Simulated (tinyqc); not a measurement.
Capillary instabilities by surface diffusion: grooving and agglomeration of films, edge retraction, wire break-up and smoothing of roughness: one step, computed by the program tinyqc.

Isotropic surface energy; shapes change by surface diffusion alone.

Task: Retraction of a straight edge. A rim shaped as a circular segment with contact angle theta holds the area h x; its radius r obeys r^2 (theta - sin theta cos theta) = h x. To advance, the edge must carry a strip of the rim height H = r (1 - cos theta) over the rim, driven by the curvature 1/r over the distance r theta (the scaling argument of Brandon and Bradshaw): H dx/dt = B/(theta r^2) gives x^(5/2) = (5/2) B t c^(3/2)/(theta (1 - cos theta) h^(3/2)), c = theta - sin theta cos theta.

Inputs (values chosen for the exercise, for a model film): contact angle on the substrate theta = 55 degrees; temperature T = 889 K; time t = 22 s; film thickness h = 45 nm.

B = 1.887457e+07 nm^4/s

Give: retraction x; rim height H; present speed.

Result:

retraction x = 383.6 nm

rim height H = 80.03 nm

present speed = 6.975 nm/s

The rim is 1.8 times the film thickness. x goes as t^(2/5) h^(-3/5): thin films retract faster.
